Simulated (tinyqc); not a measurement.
Changing the time t: Deal-Grove kinetics of thermal oxidation of silicon. Computed by tinyqc, a small Python program. Command: `OMP_NUM_THREADS=1 python tinyqc.py 3006708 3006709 out.jsonl oxide sweep`. One thread of a shared host (Intel(R) Xeon(R) Processor @ 2.30GHz), about 0.2 s of CPU time with the checks.

Oxidant diffuses through the oxide and reacts at the interface, so that dx/dt = B/(A + 2x) for the oxide thickness x.

Inputs (values chosen for the exercise, close to those used for silicon):
```
quantity                       value    unit
prefactor B0                     700  um^2/h
activation energy E_B           1.22      eV
prefactor (B/A)0            6.24e+06    um/h
activation energy E_A              2      eV
temperature T                    800       C
oxidant pressure p                 1     atm
pressure exponent m of B/A      0.76       -
initial oxide x_i               0.01      um
```

Ambient: dry oxygen. Surface: (111).

Constants: k_B = 8.617333262e-05 eV/K.

Method:
- B = B0 p exp(-E_B/(k_B T)), B/A = (B/A)0 p^m exp(-E_A/(k_B T)), p in atm; A = B/(B/A).
- Temperatures in kelvin are T(C) + 273.15.
- tau = (x_i^2 + A x_i)/B and x = (A/2) [sqrt(1 + 4 B (t + tau)/A^2) - 1], the root of x^2 + A x = B (t + tau).
- Silicon consumed is 0.44 times the oxide grown; the rate is B/(A + 2x).

One run for each value:
```
time t (h)  oxide thickness x (um)  final growth rate (um/h)  silicon consumed (um)
0.03                      0.010073                 0.0024326             3.2115e-05
0.074                     0.010180                 0.0024316             7.9200e-05
0.18                      0.010438                 0.0024293             1.9256e-04
0.45                      0.011093                 0.0024234             4.8080e-04
1.1                       0.012663                 0.0024093             1.1719e-03
2.7                       0.016491                 0.0023757             2.8561e-03
6.6                       0.025605                 0.0022995             6.8664e-03
16                        0.046455                 0.0021421             1.6040e-02
40                        0.094134                 0.0018522             3.7019e-02
```

Over the rows, oxide thickness x (um) rises from 0.0101 to 0.0941 (exponent d ln y / d ln x 0.012 between the first rows and 0.77 between the last); final growth rate (um/h) falls from 0.00243 to 0.00185 (exponent d ln y / d ln x -4.4e-4 between the first rows and -0.16 between the last); silicon consumed (um) rises from 3.21e-5 to 0.0370 (exponent d ln y / d ln x 1.00 between the first rows and 0.91 between the last). At the low end the exponent of final growth rate is 0.00, close to 0: linear growth has a constant rate. The rate B/(A + 2x) falls as the film lengthens the diffusion path.

Caution (all rows): dry oxides grow faster than Deal-Grove predicts below about 0.03 um, so a start from a thinner film underestimates the thickness (a common remedy is x_i = 0.025 um).
